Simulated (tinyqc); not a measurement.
Boundary resistance from two temperatures.

Problem. A strip of width ws dissipates Pw per length on layer 1; with 45-degree spreading Tj - Tb = Pw [ln(w1/ws)/(2 k1) + Rb/w1], w1 = ws + 2 t1, where Tb is the temperature just under the boundary. Find Rb.

Inputs (values chosen for the exercise):
- ws = 1.2 um (width of the heated strip)
- Pw = 2.4 W/mm (power per length of the strip)
- t1 = 0.074 um (thickness of layer 1)
- k1 = 1.31 W/(m K) (conductivity of layer 1)

Tb and Tj (K): 371.149064  484.449411

Answer. Subtract the resistance of layer 1 from (Tj - Tb)/Pw and multiply by w1.

Rb = 3.800 m^2 K/GW

Numbers from tinyqc (`OMP_NUM_THREADS=1 python tinyqc.py 2520007 2520008 out.jsonl`; about 0.01 s on one thread of a shared Intel Xeon 2.30GHz).
